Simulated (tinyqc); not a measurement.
What each setting does: recursion (Haydock) method for the local density of states: impurity site of a cubic lattice.

One orbital a site at energy 0, hopping -t to the 6 nearest neighbours of a cubic lattice; the start u0 is a site in the bulk, with energy V. Recursion: a_n = <u_n|H|u_n>, b_(n+1) u_(n+1) = (H - a_n) u_n - b_n u_(n-1), b > 0. G(z) = 1/(z - a0 - b1^2/(z - a1 - b2^2/(...))), z = E + i eta. After n levels the tail is b_n^2 T with the square-root terminator T = (z - sqrt(z - 2b) sqrt(z + 2b))/(2 b^2), b = 3t so that the band edges lie at -/+ 6t.

Parameters, chosen for this exercise:

| symbol | value | unit | meaning |
|---|---|---|---|
| t | 1.25 | eV | hopping |
| V | 3.1 | eV | shift of the starting site |
| n | 5 |  | levels kept |
| E | -4.84 | eV | energy |
| eta | 0.062 | eV | broadening |

G at z = E + i eta with n levels and terminator.

Results for these values:

| case | Re G (1/eV) | density (1/eV) |
|---|---|---|
| base | -0.1414 | 0.0134 |

What happens to each result for t = 1.375 eV, all else kept?

Answer: Re G rises from -0.1414 to -0.1385; density rises from 0.0134 to 0.0146.

The same for each parameter in turn:

| case | Re G (1/eV) | density (1/eV) |
|---|---|---|
| base | -0.1414 | 0.0134 |
| t = 1.375 eV | -0.1385 | 0.0146 |
| V = 3.6 eV | -0.1328 | 0.0117 |
| n = 6 | -0.1418 | 0.0135 |
| E = -4.59 eV | -0.1442 | 0.0142 |
| eta = 0.124 eV | -0.1408 | 0.0136 |

Program tinyqc; command `OMP_NUM_THREADS=1 python tinyqc.py 1480999 1481000 out.jsonl`; about 0.08 s on one thread of a shared Intel(R) Xeon(R) Processor @ 2.30GHz.
